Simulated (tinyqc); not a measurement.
Wannier exciton and Elliott formula, step by step. Values are carried at full precision from step to step, so a last printed digit may differ when a step is redone from the rounded ones.

Constants: Ry = 13.60569312 eV; a0 (Bohr radius) = 0.5291772105 angstrom; hbar^2/2m0 = 3.80998211 eV angstrom^2; kB = 8.617333262e-05 eV/K; e/hbar = 1.519267448e-05 1/(T angstrom^2); muB = 5.788381798e-05 eV/T.

Parameters, chosen for this exercise (near those of InGaAs; the results hold for these values, not for the real material): me = 0.042 m0 (electron mass); mh = 0.107 m0 (hole mass); eps = 13.8 (dielectric constant); Eg = 0.831 eV (gap); N = 0.00016 x 1e16/cm^3 (density of pairs); T = 20 K (temperature); B = 0.39 T (magnetic field).

## Exciton units

1/mu = 1/me + 1/mh, Ry* = Ry mu/eps^2, a* = a0 eps/mu.

mu = 0.03016 m0
Ry* = 2.155 meV
a* = 242.12 angstrom

## Hydrogen-like series

Binding Ry*/n^2 in three dimensions and Ry*/(n - 1/2)^2 in two; strengths relative to n = 1 go as 1/n^3 and (1/2)^3/(n - 1/2)^3. Lines at Eg less the binding.

Series:
```
n  3D binding (meV)  3D line (eV)  3D strength  2D binding (meV)  2D line (eV)  2D strength
1              2.15        0.8288       1.0000              8.62        0.8224       1.0000
2              0.54        0.8305       0.1250              0.96        0.8300       0.0370
3              0.24        0.8308       0.0370              0.34        0.8307       0.0080
4              0.13        0.8309       0.0156              0.18        0.8308       0.0029
```

## Free pairs and excitons

Saha balance n^2/n_x = K = (mu kB T/(4 pi c))^(3/2) exp(-Ry*/kB T) with n + n_x = N, 1s excitons only, equal spin counts for excitons and free pairs; free share f = 2/(1 + sqrt(1 + 4N/K)); c = hbar^2/2m0, Ry* = Ry mu/eps^2, 1/mu = 1/me + 1/mh, 1/angstrom^3 = 1e24/cm^3.

Give K and f.

K = 0.03240 x 1e16/cm^3
free share = 0.9951

N a*^3 = 2.3e-05, below the Mott range of about 0.01 to 0.02.

## Diamagnetic shift

For the 1s state dE = (e B)^2 <x^2 + y^2>/(8 mu m0) = c ((e/hbar) B)^2 a*^2/(2 mu), c = hbar^2/2m0; it holds while gamma = muB B/(mu Ry*) is small.

dE = 0.1300 meV
gamma = 0.347

gamma is not small, so the true shift falls below this value and turns linear in B.

## Checks

- 1s binding from the radial equation by finite differences against Ry*, meV: both 2.15.

Program tinyqc; command `OMP_NUM_THREADS=1 python tinyqc.py 1280668 1280669 out.jsonl`; about 0.01 s on one thread of a shared Intel(R) Xeon(R) Processor @ 2.30GHz.
